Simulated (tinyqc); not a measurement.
The mass ratio: thresholds of impact ionisation and Auger recombination from band masses.

Parameters, chosen for this exercise (out of a larger set: near those of GaSb, gap at low temperature and not tied to T; not measured data): Eg = 0.832 eV (gap at Gamma to the s-like level).

mu = me/mh is varied; thresholds in units of Eg for ionisation started by an electron, (1 + 2 mu)/(1 + mu), and by a heavy hole, (2 + mu)/(1 + mu).

Results:

| mu | electron (Eg) | hole (Eg) | electron (eV) | hole (eV) |
|---|---|---|---|---|
| 0.118 | 1.1055 | 1.8945 | 0.920 | 1.576 |
| 0.120 | 1.1071 | 1.8929 | 0.921 | 1.575 |
| 0.200 | 1.1667 | 1.8333 | 0.971 | 1.525 |
| 0.310 | 1.2366 | 1.7634 | 1.029 | 1.467 |
| 0.370 | 1.2701 | 1.7299 | 1.057 | 1.439 |
| 0.380 | 1.2754 | 1.7246 | 1.061 | 1.435 |
| 1.000 | 1.5000 | 1.5000 | 1.248 | 1.248 |

The two thresholds add up to 3 Eg in every row and are equal, 3/2 Eg, at mu = 1. The lighter carrier has the lower threshold; in the first row the two differ by 0.656 eV, which would favour one carrier in avalanche multiplication. Real ionisation rates depend on the whole band structure and can be nearly equal although the edge masses differ.

tinyqc: `OMP_NUM_THREADS=1 python tinyqc.py 1880743 1880744 out.jsonl`; about 0.01 s, one thread, shared Intel(R) Xeon(R) Processor @ 2.30GHz.
